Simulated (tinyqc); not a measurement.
Conduction-band anticrossing with a localised impurity level: sweeps and comparisons. A value that a table varies takes the place of the one given here.

Host conduction band EM(k) = Eg - al x + c k^2/mM, c = hbar^2/2m0, coupled to a flat level EI by V = C sqrt(x): H = [[EM, V], [V, EI]], E+/- = (EM + EI)/2 +/- sqrt((EM - EI)^2/4 + V^2). The host weight of a state at E is f = 1/(1 + V^2/(E - EI)^2), and its mass at k = 0 is mM/f. The gap is E-(0), the valence top staying at 0.

Constants: hbar^2/2m0 = 3.80998211 eV angstrom^2.

Inputs chosen for the exercise (host near GaAs; not measured data): Eg = 1.53 eV (gap at Gamma to the s-like level); mM = 0.0671 m0 (mass of the host band); EI = 1.844 eV (impurity level, from the valence top of the host); C = 2.94 eV (coupling); al = 1.76 eV (linear shift of the host edge); x = 0.0056 (impurity fraction); aM = 109 meV/GPa (pressure coefficient of the host edge); aI = 33 meV/GPa (pressure coefficient of the level).

## Impurity fraction

The last column is the bowing that a quadratic law would need at that x, (Eg - gap)/(x (1 - x)), with equal end gaps.

Results:

| x (%) | E- (eV) | E+ (eV) | gap (eV) | host weight of E- | mass of E- | bowing (eV) |
|---|---|---|---|---|---|---|
| 0.1 | 1.5029 | 1.8693 | 1.5029 | 0.931 | 0.0721 | 27.1 |
| 0.2 | 1.4791 | 1.8914 | 1.4791 | 0.885 | 0.0758 | 25.5 |
| 0.5 | 1.4194 | 1.9458 | 1.4194 | 0.807 | 0.0832 | 22.2 |
| 1.0 | 1.3407 | 2.0157 | 1.3407 | 0.746 | 0.0900 | 19.1 |
| 2.0 | 1.2184 | 2.1204 | 1.2184 | 0.694 | 0.0967 | 15.9 |
| 3.0 | 1.1194 | 2.2018 | 1.1194 | 0.669 | 0.1002 | 14.1 |
| 5.0 | 0.9556 | 2.3304 | 0.9556 | 0.646 | 0.1038 | 12.1 |
| 8.0 | 0.7545 | 2.4787 | 0.7545 | 0.632 | 0.1062 | 10.5 |

The apparent bowing falls from 27.1 to 10.5 eV, so no single constant describes the gap: the part from the coupling goes as x while V is small against |EM - EI| and as sqrt(x) beyond (V = |Eg - EI| near x = 1.14 %), with the linear term al x on top; the fall of the gap goes as the power 0.91 of x between the first two rows and 0.64 between the last two. The mass of E- goes from 0.0721 to 0.1062, higher although the gap falls, against the usual k.p trend; with al = 0 the weight tends to 1/2 at large x.

## Pressure

Eg and EI move linearly with pressure; V is kept. The slope of E- is f aM + (1 - f) aI.

Results:

| P (GPa) | EM (eV) | EI (eV) | E- (eV) | E+ (eV) | host weight of E- | slope of E- (meV/GPa) |
|---|---|---|---|---|---|---|
| 0 | 1.5201 | 1.8440 | 1.4089 | 1.9552 | 0.796 | 93.5 |
| 1 | 1.6291 | 1.8770 | 1.5006 | 2.0056 | 0.745 | 89.6 |
| 2 | 1.7381 | 1.9100 | 1.5879 | 2.0603 | 0.682 | 84.8 |
| 3 | 1.8471 | 1.9430 | 1.6699 | 2.1202 | 0.606 | 79.1 |
| 4 | 1.9561 | 1.9760 | 1.7458 | 2.1863 | 0.523 | 72.7 |
| 5 | 2.0651 | 2.0090 | 1.8153 | 2.2589 | 0.437 | 66.2 |
| 6 | 2.1741 | 2.0420 | 1.8784 | 2.3378 | 0.356 | 60.1 |
| 7 | 2.2831 | 2.0750 | 1.9357 | 2.4225 | 0.286 | 54.8 |
| 8 | 2.3921 | 2.1080 | 1.9882 | 2.5120 | 0.229 | 50.4 |

The unmixed levels cross at 4.26 GPa, where E+ - E- has its minimum 2V = 0.440 eV and the weights are 1/2. The slope of E- falls from 94 to 50 meV/GPa, between the limits aM = 109 and aI = 33, as the state turns impurity-like. The X valleys, which pass below the Gamma edge of the host at high pressure, are left out.

## What each parameter does

At k = 0. Each row changes one parameter from the base and keeps the others.

Results:

| case | E- (eV) | E+ (eV) | gap (eV) | mass (m0) |
|---|---|---|---|---|
| base | 1.4089 | 1.9552 | 1.4089 | 0.0843 |
| EI = 1.794 eV | 1.3979 | 1.9162 | 1.3979 | 0.0878 |
| al = 2.26 eV | 1.4067 | 1.9547 | 1.4067 | 0.0841 |
| Eg = 1.58 eV | 1.4479 | 1.9662 | 1.4479 | 0.0878 |
| C = 2.499 eV | 1.4347 | 1.9294 | 1.4347 | 0.0811 |
| x = 0.00476 | 1.4237 | 1.9419 | 1.4237 | 0.0827 |
| mM = 0.05704 m0 | 1.4089 | 1.9552 | 1.4089 | 0.0716 |

The largest shifts from the base row, up to three for each result and ties (the steps differ in size, so this ranks the rows, not the parameters). E- (eV): Eg +0.0390, C +0.0258, x +0.0148; unchanged at the printed digits by mM. E+ (eV): EI -0.0390, C -0.0258, x -0.0134; unchanged at the printed digits by mM. gap (eV): Eg +0.0390, C +0.0258, x +0.0148; unchanged at the printed digits by mM. mass (m0): mM -0.0126, Eg +0.0035, EI +0.0035.

Computed by tinyqc, a small Python program: `OMP_NUM_THREADS=1 python tinyqc.py 1050280 1050281 out.jsonl` (the numbers bound the seed that draws the inputs); one thread of a shared host (Intel(R) Xeon(R) Processor @ 2.30GHz), about 0.01 s for the whole set of steps.
